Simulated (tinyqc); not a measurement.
Lorentz oscillators and the Kramers-Kronig relations: one step. Optical constants.

n + i k = sqrt(eps1 + i eps2) with k >= 0; R = ((n - 1)^2 + k^2)/((n + 1)^2 + k^2) at normal incidence from vacuum; alpha = 2 E k/(hbar c), times 1e8 for 1/cm; loss function Im(-1/eps) = eps2/(eps1^2 + eps2^2).

Constants: hbar c = 1973.269805 eV angstrom.

Parameters, chosen for this exercise: E = 2.74 eV (photon energy).
eps(E) = 8.263482+0.952989i

Problem. Convert eps at the photon energy E into the optical constants.

Give: n; k; R; alpha; loss function; vacuum wavelength hc/E (hc = 1239.841984 eV nm).

Solution.

n = 2.8794
k = 0.1655
R = 0.2361
alpha = 4.60e+04 1/cm
loss function = 0.0138
vacuum wavelength hc/E (hc = 1239.841984 eV nm) = 452.5 nm

The intensity falls to 1/e within 218 nm.

Program tinyqc; command `OMP_NUM_THREADS=1 python tinyqc.py 1651407 1651408 out.jsonl`; about 0.2 s on one thread of a shared Intel(R) Xeon(R) Processor @ 2.30GHz.
